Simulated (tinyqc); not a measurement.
## Series resistance and length offset from two lengths at two overdrives

Problem. In strong inversion R W = Rsd + k(x)(L - dL), k(x) = (1 + th1 x)/(mu0 Cox x), x the overdrive, Cox = eps0 eox/tox, with Rsd and dL independent of x. Find dL, Rsd, mu0 and th1.

Inputs (values chosen for the exercise): relative permittivity of the gate insulator (close to hafnium oxide) eox = 22.5; insulator thickness tox = 7.8 nm.

Constants: eps0 = 8.8541878128e-14 F/cm where lengths are in cm. Results are converted to the units shown.

total resistance times width (ohm um):
```
,L = 0.092 um,L = 0.59 um
overdrive 0.58 V,659.576017,4175.96077
overdrive 0.91 V,506.577252,3007.05020
```

Answer. At each overdrive R W is a straight line in L; the two lines cross at L = dL, R W = Rsd. Their slopes give k x = (1 + th1 x)/(mu0 Cox), a straight line in x.

dL = 0.0170 um
Rsd = 130 ohm um
mu0 = 120 cm^2/(V s)
th1 = 0.440 1/V

Numbers from tinyqc (`OMP_NUM_THREADS=1 python tinyqc.py 2210011 2210012 out.jsonl`; about 0.01 s on one thread of a shared Intel Xeon 2.30GHz).
